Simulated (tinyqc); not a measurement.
Regular and subregular solution with a miscibility gap: one step, computed by the program tinyqc.

Per mole of mixing sites: G(x) = x (1 - x) [L0 + L1 (1 - 2x)] + R T [x ln x + (1 - x) ln(1 - x)], x the fraction of B.

Task: Lever rule at x0. Inside the gap the B-rich phase has the fraction f = (x0 - x1)/(x2 - x1), and the gain is (1 - f) G(x1) + f G(x2) - G(x0); outside it one phase remains.

Inputs (values chosen for the exercise, for a model alloy): asymmetry L1 = 4.8 kJ/mol; temperature T = 1257 K; overall fraction x0 = 0.61.

solubility limit x1 = 0.05196220

solubility limit x2 = 0.8582906

L0 = 29.2 kJ/mol

Constants: R = 8.314462618 J/(mol K).

Give: fraction f of the B-rich phase; free energy of decomposition.

Result:

fraction f of the B-rich phase = 0.69207

free energy of decomposition = -638.42 J/mol
